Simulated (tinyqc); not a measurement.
Density of states of one tight-binding band on the simple cubic lattice: one step. One tetrahedron of the mesh.

For corner energies e1 <= e2 <= e3 <= e4 and eij = ei - ej, the share of the tetrahedron below E is n = (E - e1)^3/(e21 e31 e41) for e1 < E < e2; n = [e21^2 + 3 e21 x + 3 x^2 - (e31 + e42) x^3/(e32 e42)]/(e31 e41) with x = E - e2 for e2 < E < e3; n = 1 - (e4 - E)^3/(e41 e42 e43) for e3 < E < e4; its density of states is g = dn/dE.

Values chosen for the exercise: E = -6.28 eV (energy at which the density is wanted).

corner energies, sorted (eV): -7.320000  -2.520000  0.760000  3.280000

Question. Find its share below E and its density of states at E.

Give: n; g.

Answer.

n = 0.0027
g = 0.0079 1/eV

E lies between corners 1 and 2.

Run: tinyqc, `OMP_NUM_THREADS=1 python tinyqc.py 1651594 1651595 out.jsonl`; Intel(R) Xeon(R) Processor @ 2.30GHz, one thread, shared host; about 0.2 s of CPU time with all checks.
